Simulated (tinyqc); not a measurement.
## Film and buried-oxide thickness from two coupling ratios

Problem. In a depleted film -dVT/dVb is k1 = Cs Cbox/(Cox (Cs + Cbox)) for a front channel and k2 = Cbox (Cox + Cs)/(Cox Cs) for a back channel, with Cox = eps0 eox/tox, Cs = eps0 eps_r/ts, Cbox = 3.9 eps0/tb. Find ts and tb.

Inputs (values chosen for the exercise); band and dielectric values those of a made-up semiconductor:
- eps_r = 12.5 (relative permittivity)
- eox = 3.9 (relative permittivity of the gate insulator (close to silicon dioxide))
- tox = 1.2 nm (insulator thickness)

coupling ratios for a front and a back channel: [0.026127852, 0.1782]

Answer. With y = Cox/Cs and z = Cox/Cbox, 1/k1 = y + z and k2 = (1 + y)/z, so y = (k2/k1 - 1)/(1 + k2); the thicknesses follow from y and z.

ts = 19.00 nm
tb = 40.00 nm

tinyqc, about 0.4 s, one thread, Intel Xeon 2.30GHz (shared host): `OMP_NUM_THREADS=1 python tinyqc.py 2190036 2190037 out.jsonl`
